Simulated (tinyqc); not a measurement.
# Input admittance of a MOSFET at zero drain bias: distributed channel and distributed gate, step by step

tinyqc, about 0.01 s, one thread, Intel Xeon 2.30GHz (shared host): `OMP_NUM_THREADS=1 python tinyqc.py 2262048 2262049 out.jsonl` Printed values are rounded.

Source and drain grounded, strong inversion, w = 2 pi f, Cox = eps0 eox/tox. The channel is an RC line of resistance 1/(mu Cox Vo) per square fed from both ends, so one finger has the intrinsic admittance y = i w Cox L tanh(g)/g per width, g = (1/2) sqrt(i w tau), tau = L^2/(mu Vo). The vertical resistance rv/L is in series with y, the overlaps 2 i w Cov in parallel: y_t = 1/(1/y + rv/L) + 2 i w Cov. The gate strip is a line of Rsh/L per length loaded by y_t, so a finger has Y = y_t Wf tanh(k)/k, k = (Wf/sd) sqrt(y_t Rsh/L); the device has Nf Y.

Values chosen for this exercise; values of the order met in silicon radio-frequency transistors: relative permittivity of the gate insulator (close to silicon dioxide) eox = 3.9; insulator thickness tox = 1.6 nm; channel length L = 0.72 um; finger width Wf = 2.6 um; number of fingers Nf = 1; channel mobility mu = 120 cm^2/(V s); gate overdrive Vo = 0.72 V; sheet resistance of the gate Rsh = 7.4 ohm/square; vertical resistivity of the gate stack rv = 11 ohm um^2; number of ends at which a finger is contacted sd = 1; overlap and fringe capacitance on each side Cov = 0.27 fF/um; frequency f = 2.1 GHz.

Constants: eps0 = 8.8541878128e-14 F/cm where lengths are in cm. Results are converted to the units shown.

## Low-frequency resistances and capacitance

Low-frequency limits, with c = Cox L and ct = c + 2 Cov: R_strip = Rsh Wf/(3 sd^2 L Nf), R_ch = (c/ct)^2 L/(12 mu Cox Vo Wf Nf), R_vert = (c/ct)^2 rv/(L Wf Nf), C = ct Wf Nf.

parts (ohm): strip 8.90741, channel 115.584, vertical 5.48801
sum = 129.980 ohm
C = 41.8057 fF
1/(2 pi R C) = 29.2893 GHz

The channel term is the largest, 88.9 % of the sum.

## Admittance of the channel and stack per width

tau, g, c = Cox L, y and y_t as defined.

tau = 60 ps
g = 0.314579+0.314579i
c = 15.5391 fF/um
y = 13.442+203.970i uS/um
y_t = 14.074+211.009i uS/um

w tau = 0.792, and Im y is 0.995 of w c.

## Input impedance of the device

k and Y as defined; Z = 1/(Nf Y) = R + 1/(i w C); Q = |Im Z|/R; signal at the point farthest from a contact |1/cosh k|.

k = 0.0885179+0.0828106i
Nf Y = 0.039258+0.548250i mS
R = 129.943 ohm
C = 41.7639 fF
Q = 13.9652
signal at the far point = 0.999493

R is 0.029 % below its low-frequency limit and C is 0.10 % below its own.
